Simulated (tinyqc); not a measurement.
Deal-Grove kinetics of thermal oxidation of silicon. Inputs raised by 5 %, one at a time. Computed by tinyqc, a small Python program. Command: `OMP_NUM_THREADS=1 python tinyqc.py 3011684 3011685 out.jsonl oxide sens`. One thread of a shared host (Intel(R) Xeon(R) Processor @ 2.30GHz), about 0.5 s of CPU time with the checks.

Oxidant diffuses through the oxide and reacts at the interface, so that dx/dt = B/(A + 2x) for the oxide thickness x.

Inputs (values chosen for the exercise, close to those used for silicon):
```
quantity                             value    unit
prefactor B0                           682  um^2/h
activation energy E_B                 1.23      eV
prefactor (B/A)0                  6.72e+06    um/h
activation energy E_A                 1.98      eV
temperature T                          850       C
oxidant pressure p                    0.25     atm
pressure exponent m of B/A            0.72       -
initial oxide x_i                      0.1      um
time t                                 1.8       h
ratio c of the extra rate to B/A       2.9       -
decay length L                       0.011      um
```

Ambient: dry oxygen. Surface: (111). Extension: thin-film term.

Constants: k_B = 8.617333262e-05 eV/K.

Method:
- B = B0 p exp(-E_B/(k_B T)), B/A = (B/A)0 p^m exp(-E_A/(k_B T)), p in atm; A = B/(B/A).
- Temperatures in kelvin are T(C) + 273.15.
- tau = (x_i^2 + A x_i)/B and x = (A/2) [sqrt(1 + 4 B (t + tau)/A^2) - 1], the root of x^2 + A x = B (t + tau).
- Silicon consumed is 0.44 times the oxide grown; the rate is B/(A + 2x).
- Thin-film (Massoud) form: dx/dt = B/(A + 2x) + c (B/A) exp(-x/L), integrated from x_i by fourth-order Runge-Kutta in 2000 steps, the i-th of length (2 i - 1) t/2000^2.

Runs:
```
input moved                    from       to  final growth rate (um/h)  length A (um)  tau (h)  thickness with the thin-film term (um)
base run                          -        -                 0.0014140        0.15967    50.34                                 0.10256
activation energy E_B (eV)     1.23   1.2915                 0.0009487        0.08458    67.55                                 0.10172
prefactor (B/A)0 (um/h)     6720000  7056000                 0.0014436        0.15207    48.87                                 0.10262
activation energy E_A (eV)     1.98    2.079                 0.0007973        0.44407   105.48                                 0.10144
oxidant pressure p (atm)       0.25   0.2625                 0.0014749        0.16187    48.35                                 0.10268
initial oxide x_i (um)          0.1    0.105                 0.0013767        0.15967    53.88                                 0.10750
time t (h)                      1.8     1.89                 0.0014130        0.15967    50.34                                 0.10269
```

Exponents ln(y'/y) / ln(x'/x):
```
input                  final growth rate  length A     tau  thickness with the thin-film term
activation energy E_B             -8.180   -13.024   6.028                             -0.170
prefactor (B/A)0                   0.425    -1.000  -0.609                              0.011
activation energy E_A            -11.743    20.965  15.160                             -0.226
oxidant pressure p                 0.865     0.280  -0.827                              0.022
initial oxide x_i                 -0.547     0.000   1.391                              0.962
time t                            -0.014     0.000   0.000                              0.025
```

Among the inputs moved here: final growth rate answers most in size to activation energy E_A (exponent -11.743), next to activation energy E_B (-8.180). Length A answers most in size to activation energy E_A (exponent +20.965), next to activation energy E_B (-13.024); its exponent is below 0.0005 for initial oxide x_i, time t. Its exponent -1.000 in prefactor (B/A)0: A = B/(B/A). tau answers most in size to activation energy E_A (exponent +15.160), next to activation energy E_B (+6.028); its exponent is below 0.0005 for time t. Thickness with the thin-film term answers most in size to initial oxide x_i (exponent +0.962), next to activation energy E_A (-0.226).
